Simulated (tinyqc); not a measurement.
Incorporation against temperature: precursor delivery by bubblers, mass-transport growth and the solid composition of a III-V alloy. Computed by tinyqc, a small Python program. Command: `OMP_NUM_THREADS=1 python tinyqc.py 3015553 3015554 out.jsonl movpe_thermo walk`. One thread of a shared host (Intel(R) Xeon(R) Processor @ 2.30GHz), about 0.01 s of CPU time with the checks.

1 sccm = 44.615 micromol/min; 1 torr = 133.322 Pa. The sources decompose fully at the surface.

Inputs (values chosen for the exercise, modelled on trimethylgallium (source 1) and trimethylindium (source 2) for the vapour pressures): bath temperature T1 = 279 K; bath temperature T2 = 300 K; bubbler pressure p_b = 600 torr; carrier flow F1 = 2.3 sccm; carrier flow F2 = 37 sccm; total flow F_t = 13 slm; group-V flow F_V = 65 sccm; reactor pressure p = 40 torr; growth temperature T = 850 K; diffusivity at 273 K and 760 torr = 0.31 cm^2/s; flow cross-section A = 73 cm^2; distance from the leading edge z = 13 cm; lattice constant a = 5.52 angstrom; interaction L0 of the solid = 19.7 kJ/mol; log10 of p_B,eq over pure BC at 1000 K and 1 torr of group V (exaggerated: liquid indium has about -4.1) = -2.5 log10 torr; enthalpy of that equilibrium H = 257 kJ/mol.

Alloy: mixing on the group-III sites, with desorption of B.

constants a, b of source 1 (log10 torr, K): [8.067, 1703]

constants a, b of source 2 (log10 torr, K): [10.56, 3014]

Constants: k_B = 1.380649e-23 J/K; R = 8.314462618 J/(mol K).

Method:
- log10 p_v = a - b/T_bath; molar flow = F x 44.615 x p_v/(p_b - p_v) for a saturated bubbler.
- p_i = p n_i/(44615 F_t), F_t in slm; p_V = p F_V/(1000 F_t), counted per molecule supplied; V/III = 44.615 F_V/(n1 + n2); vapour fraction of source 2 = n2/(n1 + n2).
- Mean velocity u = (F_t/A)(760/p)(T/273); D = D0 (T/273)^1.75 (760/p); boundary layer delta = sqrt(pi D z/u); flux = D dp/(delta k_B T); growth rate = flux x a^3/4.
- A sticks fully. B desorbs: its surface pressure is p_B* = x gamma_B K/sqrt(p_V), ln gamma_B = L0 (1 - x)^2/(R T), K = 10^(log10 K at 1000 K) exp[-(H/R)(1/T - 1/1000)], p_V in torr. With equal diffusivities x = (p_2 - p_B*)/(p_1 + p_2 - p_B*). Growth rate = rate per torr x p_1/(1 - x).

p_2 = 6.22110e-04 torr

K/sqrt(p_V) = 3.02369e-05 torr

p_V = 0.2 torr

vapour fraction of source 2 = 0.327217

p_1 = 0.00127910 torr

At fixed flows:
```
T (K)  K/sqrt(p_V) (torr)        x  share of B incorporated, 1 - p_B*/p_2
790            1.9102e-06  0.32636                                0.99609
830            1.2589e-05  0.32185                                0.97579
867            6.1688e-05  0.30128                                0.88657
895            1.8819e-04  0.24435                                0.66485
927            6.1995e-04  0.09731                                0.22166
959            1.8861e-03  0.03023                                0.06409
996            6.2456e-03  0.00946                                0.01964
1050           3.0812e-02  0.00213                                0.00438
```

x equals the vapour fraction 0.327 while gamma_B K/sqrt(p_V) is small against p_1 + p_2 = 0.0019 torr and falls once it is not. Between the last rows the apparent energy R d ln x/d(1/T) is 240 kJ/mol, against H = 257. Caution: the boundary layer is a quarter or more of the root of the cross-section, so it fills much of the channel and depletion along the flow matters. Caution: x lies inside the spinodal of the bulk alloy, 2 L0 x (1 - x) > R T; only kinetics or coherency strain keep such a layer uniform. Caution: rows with 2 L0 x (1 - x) > R T lie inside the spinodal of the bulk alloy.

Extremes, crossings and ranges named in words are read from the listed rows.
